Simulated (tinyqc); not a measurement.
# Surface potential of a MOS transistor: implicit equation and explicit approximations: what changes with what

p-type body, charge-sheet picture, depletion and inversion only, full ionisation (an idealisation for deep acceptors), Boltzmann statistics (rough once Na exp(x - xn) passes about Nc/7). In units of Vt: xg = (Vg - Vfb)/Vt, x = psi/Vt, G = gamma/sqrt(Vt), xn = (2 phiF + Vc)/Vt. The implicit equation is (xg - x)^2 = G^2 [x - 1 + exp(x - xn)] for x above about 3. Cox = eps0 eox/tox.

Values chosen for this exercise; band and dielectric values close to those of silicon:
```
symbol,value,unit,meaning
T,300,K,temperature
Eg,1.12,eV,band gap
eps_r,11.7,,relative permittivity
Nc,2.79e19,cm^-3,conduction-band density of states at T
Nv,2.61e19,cm^-3,valence-band density of states at T
eox,3.9,,relative permittivity of the gate insulator (close to silicon dioxide)
tox,19,nm,insulator thickness
Na,1.5e18,cm^-3,acceptor density
Vfb,-0.7,V,flat-band voltage
Vc,0,V,channel-body voltage
Vg,4.16,V,gate-body voltage
```

Constants: q = 1.602176634e-19 C, kB = 1.380649e-23 J/K, Vt = kB T/q, eps0 = 8.8541878128e-14 F/cm where lengths are in cm. Results are converted to the units shown.

Each table varies one quantity; the others keep the values above.

## Accuracy of the approximations against gate voltage

ni = sqrt(Nc Nv) exp(-Eg/(2 Vt)), Eg in volts; phiF = Vt ln(Na/ni); gamma = sqrt(2 q eps0 eps_r Na)/Cox; VT = Vfb + Vt (xn + G sqrt(xn - 1)). Depletion value a = 1 + [sqrt(G^2/4 + xg - 1) - G/2]^2; inversion value b = xn + ln[(xg - xn)^2/G^2 - xn + 1] and first guess y = min(a, b) - ln(1 + exp(-|a - b|)) if a > xn + 1, else b = y = a; one second-order correction with D = exp(y - xn), p = 2 (xg - y) + G^2 (1 + D), w = (xg - y)^2 - G^2 (y - 1 + D): z = y + 2 w/(p + sqrt(p^2 - 2 (2 - G^2 D) w)), or the Newton step z = y + w/p where the root is not real. N_inv = (Cox Vt G/q) [sqrt(x - 1 + exp(x - xn)) - sqrt(x - 1)] at the root. Lambert form (Cox m Vt/q) W0[(G/(2 m sqrt(xn - 1))) exp((Vg - VT)/(m Vt))], m = 1 + G/(2 sqrt(xn - 1)). Errors under 1e-4 mV, and the linear form below VT, are printed as 0.

Accuracy of the approximations against gate voltage:
```
Vg (V)	psi (V)	x - xn	error of y (mV)	error of z (mV)	N_inv (cm^-2)	Cox (Vg - VT)/q (cm^-2)	Lambert form (cm^-2)
3.64	0.83885	-5.0957	0.108	0	3.8658e8	0	3.1598e8
3.84	0.90200	-2.6530	1.23	0	4.2819e9	0	4.0032e9
4.04	0.95838	-0.47202	10.7	-0.129	3.6614e10	0	3.6530e10
4.24	0.99421	0.91367	4.64	-0.0180	1.4193e11	2.2191e11	1.4328e11
4.44	1.0144	1.6935	9.08	-0.203	3.0105e11	4.4878e11	3.0402e11
4.64	1.0273	2.1956	8.31	-0.165	4.8454e11	6.7565e11	4.8910e11
4.84	1.0368	2.5598	7.11	-0.103	6.8006e11	9.0252e11	6.8621e11
5.04	1.0441	2.8446	6.16	-0.0660	8.8248e11	1.1294e12	8.9021e11
5.24	1.0502	3.0788	5.44	-0.0449	1.0893e12	1.3563e12	1.0986e12
```

psi rises from 0.839 to 1.05 V and ends 3.1 Vt above 2 phiF + Vc. Among the rows the first guess is off by at most 11 mV (at Vg = 4.04 V) and the corrected value by at most 0.20 mV. In the last row the linear form is 25 % above N_inv and the Lambert form 0.85 % above it; in the first row the Lambert form is 18 % below it. For Vg = 4.44, 4.64, 4.84, 5.04, 5.24 the electron quasi-Fermi level lies less than 2 Vt below the band edge at the surface, or above it, where degeneracy and confinement, left out, matter.

## Effect of the insulator thickness at fixed gate voltage

Same model as above.

Effect of the insulator thickness at fixed gate voltage:
```
tox (nm)	psi (V)	x - xn	error of y (mV)	error of z (mV)	N_inv (cm^-2)	Cox (Vg - VT)/q (cm^-2)	Lambert form (cm^-2)
6.3	1.1167	5.6519	2.73	-5.40e-3	8.2061e12	9.0252e12	8.2969e12
8.7	1.0968	4.8820	3.08	-7.85e-3	4.7649e12	5.3545e12	4.8139e12
12	1.0726	3.9471	4.14	-0.0194	2.2963e12	2.7048e12	2.3186e12
16	1.0382	2.6167	7.34	-0.114	7.1667e11	9.5840e11	7.2361e11
22	0.82951	-5.4570	0.0788	0	2.7091e8	0	2.1437e8
30	0.52572	-17.208	0	0	2706.8	0	250.48
```

Read the table: what changes, and by how much?

As tox goes from 6.3 to 30, psi falls from 1.12 to 0.526 V, x - xn falls from 5.65 to -17.2 and N_inv falls from 8.21e12 to 2710 cm^-2. The Lambert form lies between 0.0925 and 1.01 times N_inv. For tox = 6.3, 8.7, 12, 16 the electron quasi-Fermi level lies less than 2 Vt below the band edge at the surface, or above it, where degeneracy and confinement, left out, matter.

Numbers from tinyqc (`OMP_NUM_THREADS=1 python tinyqc.py 2122127 2122128 out.jsonl`; about 0.01 s on one thread of a shared Intel Xeon 2.30GHz).
